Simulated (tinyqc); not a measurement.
Inside a calculation: quasiparticle equation with a plasmon-pole self-energy for two band edges. Values are carried at full precision from step to step, so a last printed digit may differ when a step is redone from the rounded ones.

For each edge E = e + X + Sc(E), with the correlation part Sc(E) = A[0]/(E - a + w) + A[1]/(E - b - w); a and b are the valence and conduction energies that enter the Green function (a = ev, b = ec in the one-shot scheme). Z = 1/(1 - dSc/dE), dSc/dE = -A[0]/(E - a + w)^2 - A[1]/(E - b - w)^2.

Values chosen for the exercise (scales of the order of those of SiC; the results hold for these values, not for the real material): ev = 0 eV (mean-field valence top); ec = 2.18 eV (mean-field conduction edge); w = 18.5 eV (pole energy); Av = (59.9, 26.5) eV^2 (weights of the valence state on the hole and electron poles); Ac = (24.8, 63.3) eV^2 (the same for the conduction state); Xv = -2.81 eV (exchange minus the mean-field potential, valence); Xc = 2.81 eV (the same, conduction).

## Linearised one-shot correction

Evaluate Sc and its slope at the mean-field energy; E = e + Z (X + Sc).

Terms:

| edge | Sc (eV) | dSc/dE | Z | X + Sc (eV) | E (eV) |
|---|---|---|---|---|---|
| valence | 1.9564 | -0.2370 | 0.8084 | -0.8536 | -0.6901 |
| conduction | -2.2224 | -0.2429 | 0.8045 | 0.5876 | 2.6528 |

gap = 3.3428 eV
gap with Z = 1 = 3.6212 eV

The gap opens by 1.163 eV, 59 % of it by lowering the valence top. Setting Z = 1 would overshoot by 0.278 eV. X and Sc have opposite signs and are each larger than the sum they leave, so both must be converged well.

## Solving the equation for the conduction edge

Newton steps on f(E) = E - ec - Xc - Sc(E) from E = ec; the first step is the linearised result.

Iterates:

| step | E (eV) | Sc (eV) | f (eV) |
|---|---|---|---|
| 0 | 2.18000 | -2.22240 | -0.587605 |
| 1 | 2.65275 | -2.33893 | 0.001680 |
| 2 | 2.65141 | -2.33859 | 0.000000 |
| 3 | 2.65141 | -2.33859 | 0.000000 |

The linearisation errs by +1.3 meV, as the shift is only 0.025 of the pole energy.

## All solutions for the valence state

Multiplying out gives a cubic; give its three roots and their weights Z.

roots (eV): -21.767  -0.687  21.825

weights: 0.1509  0.8020  0.0470

The weights add up to 1. The satellite below lies 21.08 eV from the main peak, 14 % more than w: this scheme places plasmon satellites too far out, and gives one where a cumulant form gives a series.

## Updating the energies in the Green function

Solve both equations exactly, put the results in place of a and b, and repeat five times; w is kept.

Cycles (eV):

| cycle | Ev | Ec | gap |
|---|---|---|---|
| 1 | -0.6874 | 2.6514 | 3.3388 |
| 2 | -0.7672 | 2.6939 | 3.4611 |
| 3 | -0.7767 | 2.6969 | 3.4736 |
| 4 | -0.7779 | 2.6970 | 3.4749 |
| 5 | -0.7780 | 2.6970 | 3.4750 |

The update moves the gap by +136 meV from the one-shot value; each cycle shrinks the change to about 0.10 of the one before.

## Checks

- Sum of the weights of the three roots: both 1.000000.
- Newton result against the root by bisection (eV): both 2.65141.

Run: tinyqc, `OMP_NUM_THREADS=1 python tinyqc.py 1881248 1881249 out.jsonl`; Intel(R) Xeon(R) Processor @ 2.30GHz, one thread, shared host; about 0.01 s of CPU time with all checks.
